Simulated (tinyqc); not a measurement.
## Width from the threshold shift

Inverse problem. Undoped body with a flat potential across it, hard walls, transport along x. Three valley pairs (g = 2 each) with the longitudinal mass along x, y or z. Non-parabolicity enters the subband edges through E (1 + al E) = gamma, so E = 2 gamma/(1 + sqrt(1 + 4 al gamma)); motion within a subband is taken as parabolic with the band-edge mass. Energies are counted from the bulk band edge. gamma = C pi^2 [a^2/(my (t + dl)^2) + b^2/(mz (H + dl)^2)], C = hbar^2/(2 m0). Each subband has N_k = g sqrt(2 mx m0 kB T/(pi hbar^2)); without degeneracy n = exp(EF/Vt) sum N_k exp(-E_k/Vt). Classical value Nc times t H, Nc = sum over valleys of 2 g (m m0 kB T/(2 pi hbar^2))^1.5 with m = (mx my mz)^(1/3). Threshold shift dVT = Vt ln(classical value/sum N_k exp(-E_k/Vt)). Find t and the lowest subband edge.

Parameters, values chosen for the exercise; masses close to those of silicon:
```
symbol  value  unit                                                meaning
T         300     K                                            temperature
ml      0.898    m0                                      longitudinal mass
mt      0.191    m0                                        transverse mass
al        0.5  1/eV                                       non-parabolicity
dl          0    nm  widening of the box by penetration into the insulator
H        29.2    nm                                       height (along z)
```

Constants: q = 1.602176634e-19 C, kB = 1.380649e-23 J/K, hbar = 1.054571817e-34 J s, m0 = 9.1093837015e-31 kg, Vt = kB T/q, hbar^2/(2 m0) = 0.0380998212 eV nm^2. Results are converted to the units shown.

dVT = 23.565136 mV

Answer. dVT is evaluated for trial values of t with all subbands; between 1.5 and 25 nm one value matches.

t = 7.30 nm
E_1 = 10.1 meV

Numbers from tinyqc (`OMP_NUM_THREADS=1 python tinyqc.py 2350130 2350131 out.jsonl`; about 0.3 s on one thread of a shared Intel Xeon 2.30GHz).
